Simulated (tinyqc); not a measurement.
# CMOS inverter, nodal equation and switching, step by step

Computed by the program tinyqc: `OMP_NUM_THREADS=1 python tinyqc.py 2340044 2340045 out.jsonl`, one thread of a shared Intel Xeon 2.30GHz, about 0.03 s for the whole run. Printed values are rounded.

An n-channel pull-down (bn, VTn) and a p-channel pull-up (bp, VTp) share the input Vin and the output node Vout, which carries the load C. Transistor (EKV form, voltages against the body): I = 2 n b Vt^2 [F(vp - Vs) - F(vp - Vd)] from drain to source, F(v) = ln^2(1 + exp(v/(2 Vt))), vp = (Vg - VT + sg |Vd - Vs|)/n. n-channel bodies are at 0; for the p-channel device all voltages are counted down from Vdd. b in uA/V^2 gives I in uA. Static: In = Ip. Transient: C dVout/dt = Ip - In. No velocity saturation, no gate capacitance beyond C.

Inputs (values chosen for the exercise):

| symbol | value | unit | meaning |
|---|---|---|---|
| T | 300 | K | temperature |
| Vdd | 0.7 | V | supply voltage |
| n | 1.15 |  | slope factor |
| sg | 0.095 |  | drain-induced barrier lowering |
| VTn | 0.34 | V | n-channel threshold |
| VTp | 0.37 | V | p-channel threshold (magnitude) |
| bn | 220 | uA/V^2 | gain factor of the pull-down transistor |
| bp | 290 | uA/V^2 | gain factor of the pull-up transistor |
| C | 2.1 | fF | load capacitance |
| Vin | 0.29 | V | input voltage |
| dt | 10 | ps | time step |

Constants: q = 1.602176634e-19 C, kB = 1.380649e-23 J/K, Vt = kB T/q. Results are converted to the units shown.

## Iteration 1: output voltage by Newton steps

Vout at the start = 0.35 V

f = In - Ip at (Vin, Vout); G = df/dVout by a central difference with +/- 1e-6 V; Vout(new) = Vout - f/G.

In = 0.1068789 uA
Ip = 0.9868812 uA
G = 1.90228 uS
Vout after iteration 1 = 0.8126032 V

This step lands outside the rails.

## Iteration 2: output voltage by Newton steps

As before.

In = 0.3037757 uA
Ip = -3.572115 uA
G = 54.2269 uS
Vout after iteration 2 = 0.7411277 V

## Course of the iteration: output voltage by Newton steps

Stop when Vout changes by less than 1e-9 V, or after 30 iterations.

Course of the iteration:

| iteration | Vout (V) | \|change\| (V) |
|---|---|---|
| 1 | 0.8126032 | 0.463 |
| 2 | 0.7411277 | 0.0715 |
| 3 | 0.7016891 | 0.0394 |
| 4 | 0.6821024 | 0.0196 |
| 5 | 0.6783023 | 3.80e-3 |
| 6 | 0.6781815 | 1.21e-4 |
| 7 | 0.6781814 | 1.18e-7 |
| 8 | 0.6781814 | 1.13e-13 |

Converged in 8 iterations. At the end the number of correct digits about doubles with each step. On the way 2 iterate(s) lie more than 5 mV outside the rails, the first at 0.813 V, before the steps return.

## Transfer curve

| point | Vin (V) |
|---|---|
| 0 | 0 |
| 1 | 0.07 |
| 2 | 0.14 |
| 3 | 0.21 |
| 4 | 0.28 |
| 5 | 0.35 |
| 6 | 0.42 |
| 7 | 0.49 |
| 8 | 0.56 |
| 9 | 0.63 |
| 10 | 0.7 |

For each Vin solve In = Ip; gain = dVout/dVin.

| point | Vout (V) | supply current (uA) | gain |
|---|---|---|---|
| 0 | 0.6999996 | 3.3844e-5 | 0.000 |
| 1 | 0.6999953 | 3.4867e-4 | 0.000 |
| 2 | 0.6999361 | 0.0034261 | -0.002 |
| 3 | 0.6990938 | 0.029443 | -0.035 |
| 4 | 0.6859120 | 0.18393 | -0.596 |
| 5 | 0.2593442 | 0.35611 | -10.513 |
| 6 | 0.0074000 | 0.11603 | -0.293 |
| 7 | 0.0005036 | 0.015829 | -0.019 |
| 8 | 0.0000360 | 0.0017123 | -0.001 |
| 9 | 0.0000027 | 1.6968e-4 | 0.000 |
| 10 | 0.0000002 | 1.6328e-5 | 0.000 |

The switching point Vin = Vout lies at 0.3421 V, with a gain of -10.5. The current peaks at 0.356 uA among the points, against 3.4e-5 and 1.6e-5 uA of leakage at the ends.

## Switching point and noise margins

VM solves In = Ip with Vin = Vout. VIL and VIH are the inputs at which the gain is -1; NML = VIL - Vout(VIH), NMH = Vout(VIL) - VIH.

VM = 0.34213 V
gain at VM = -10.526
VIL = 0.29014 V
VIH = 0.39326 V
NML = 0.26772 V
NMH = 0.28478 V

VM lies 7.9 mV below Vdd/2, and the high margin is the larger one. With both transistors saturated the size of the gain tends to 1/sg = 10.5; here it is within 0.01 % of that.

## Step 1: one time step of the falling output

Vout at t = 0 = 0.7 V

The input steps to Vdd at t = 0; I = In - Ip. Implicit Euler: V(new) = V - (dt/C) I(V(new)), solved for V(new); 1 ps uA/fF = 1 mV.

I(V) = 17.40306 uA
I(V(new)) = 16.78930 uA
Vout after step 1 = 0.6200510 V

## Step 2: one time step of the falling output

As before.

I(V) = 16.78930 uA
I(V(new)) = 16.20710 uA
Vout after step 2 = 0.5428743 V

## Delays and energy

For a step input the delay to Vdd/2 is tHL = C times the integral of dV/(In - Ip) from Vdd/2 to Vdd at Vin = Vdd, and tLH likewise with Ip - In from 0 to Vdd/2 at Vin = 0. Energy drawn for one full cycle of the output: C Vdd^2. Leakage power: Vdd times the mean of the supply currents at Vin = 0 and Vdd.

tHL = 45.84248 ps
tLH = 40.46983 ps
energy = 1.029 fJ
leakage power = 0.01756045 nW

Time steps as above cross Vdd/2 at 46.8 ps by linear interpolation, 2.0 % above tHL. tLH/tHL = 0.883, with bn/bp = 0.759.
